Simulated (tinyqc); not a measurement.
Worked calculation: Hubbard ring of 4 sites. Computed by tinyqc, a small Python program that keeps every step. Settings: hopping = 0.7, U = 5.8, mixing = 0.5, iteration cap = 78. Command: `OMP_NUM_THREADS=1 python tinyqc.py 29130 29131 out.jsonl` (the two numbers bound the seeds that draw the settings). One thread of a shared host (Intel(R) Xeon(R) Processor @ 2.60GHz), about 0.2 s of CPU time with the checks. Later iterations appear only in the table of the cycle.

## Mean-field iteration 1

one-body matrix (hopping and site energies) (eV):
```
           1          2          3          4
1   0.000000  -0.700000   0.000000  -0.700000
2  -0.700000   0.000000  -0.700000   0.000000
3   0.000000  -0.700000   0.000000  -0.700000
4  -0.700000   0.000000  -0.700000   0.000000
```

U = 5.800000 eV

electrons, up and down: 2  2

mixing = 0.500000

n(up) at the start (a guess, not normalised): 1 0.950000, 2 0.050000, 3 0.950000, 4 0.050000

n(down) at the start (a guess): 1 0.050000, 2 0.950000, 3 0.050000, 4 0.950000

H(up) = T + U n(down), H(down) = T + U n(up); fill the lowest levels; n(new) = n + mixing (n(out) - n); E = tr T (rho up + rho down) + U sum n_up n_down of the output.

levels, up (eV): -0.061773  0.290000  5.510000  5.861773

levels, down (eV): -0.061773  0.290000  5.510000  5.861773

energy = -0.655114 eV

n(up) after iteration 1: 1 0.960154, 2 0.039846, 3 0.960154, 4 0.039846

n(down) after iteration 1: 1 0.039846, 2 0.960154, 3 0.039846, 4 0.960154

## Mean-field iteration 2

As before.

levels, up (eV): -0.113798  0.231109  5.568891  5.913798

levels, down (eV): -0.113798  0.231109  5.568891  5.913798

energy = -0.655908 eV

n(up) after iteration 2: 1 0.965771, 2 0.034229, 3 0.965771, 4 0.034229

n(down) after iteration 2: 1 0.034229, 2 0.965771, 3 0.034229, 4 0.965771

## Mean-field iteration 3

As before.

levels, up (eV): -0.142690  0.198525  5.601475  5.942690

levels, down (eV): -0.142690  0.198525  5.601475  5.942690

energy = -0.656140 eV

n(up) after iteration 3: 1 0.968868, 2 0.031132, 3 0.968868, 4 0.031132

n(down) after iteration 3: 1 0.031132, 2 0.968868, 3 0.031132, 4 0.968868

## Convergence

Each step fills the lowest levels of T + U n(other spin) and sets n(new) = n + mixing (n(out) - n); stop when output and input agree to 1e-8.

Course of the cycle:

| iteration | E (eV) | largest \|n(out) - n(in)\| | mean \|n_up - n_down\| |
|---|---|---|---|
| 1 | -0.65511352 | 2.03e-02 | 0.940614 |
| 2 | -0.65590763 | 1.12e-02 | 0.942779 |
| 3 | -0.65614047 | 6.19e-03 | 0.943929 |
| 4 | -0.65620956 | 3.41e-03 | 0.944549 |
| 5 | -0.65623019 | 1.87e-03 | 0.944885 |
| 6 | -0.65623638 | 1.03e-03 | 0.945069 |
| 7 | -0.65623823 | 5.64e-04 | 0.945170 |
| 8 | -0.65623879 | 3.10e-04 | 0.945225 |
| 9 | -0.65623896 | 1.70e-04 | 0.945255 |
| 10 | -0.65623901 | 9.32e-05 | 0.945272 |
| 11 | -0.65623903 | 5.12e-05 | 0.945281 |
| ... | ... | ... | ... |
| 16 | -0.65623903 | 2.55e-06 | 0.945291 |
| 17 | -0.65623903 | 1.40e-06 | 0.945292 |
| 18 | -0.65623903 | 7.66e-07 | 0.945292 |
| 19 | -0.65623903 | 4.21e-07 | 0.945292 |
| 20 | -0.65623903 | 2.31e-07 | 0.945292 |
| 21 | -0.65623903 | 1.27e-07 | 0.945292 |
| 22 | -0.65623903 | 6.95e-08 | 0.945292 |
| 23 | -0.65623903 | 3.81e-08 | 0.945292 |
| 24 | -0.65623903 | 2.09e-08 | 0.945292 |
| 25 | -0.65623903 | 1.15e-08 | 0.945292 |
| 26 | -0.65623903 | 6.30e-09 | 0.945292 |

local moments n_up - n_down: 1 0.945292, 2 -0.945292, 3 0.945292, 4 -0.945292

Converged in 26 iterations. Before convergence this energy mixes input and output and is not variational, so it may rise towards its limit.

## Exact diagonalisation (36 states)

Lowest levels of the sector, and the double occupancy of the lowest state.

lowest levels (eV): -0.898809  -0.668641  -0.346630  -0.320248  -0.320248  0.000000

double occupancy per site = 0.030910

The mean-field solution above lies 0.2426 eV above the exact energy.

## The lowest level by Lanczos steps

From a random start vector (not printed): a_j = <q_j|H|q_j>, b_j = norm of the remainder after orthogonalising; the Ritz value is the lowest eigenvalue of the tridiagonal matrix of a and b so far.

Lanczos:

| j | a_j (eV) | b_j (eV) | lowest Ritz value (eV) |
|---|---|---|---|
| 1 | 4.881510 | 4.543687 | 4.88150980 |
| 2 | 5.906664 | 4.527014 | 0.82157940 |
| 3 | 5.981899 | 1.779443 | -0.77555186 |
| 4 | 6.450365 | 2.068026 | -0.87249097 |
| 5 | 7.532919 | 4.996470 | -0.87995542 |
| 6 | 4.686722 | 2.607497 | -0.88989412 |
| 7 | 5.451169 | 1.122501 | -0.89777822 |
| 8 | 6.452209 | 4.149438 | -0.89817482 |
| 9 | 6.294181 | 3.947265 | -0.89838088 |
| 10 | 5.147396 | 2.740886 | -0.89862707 |
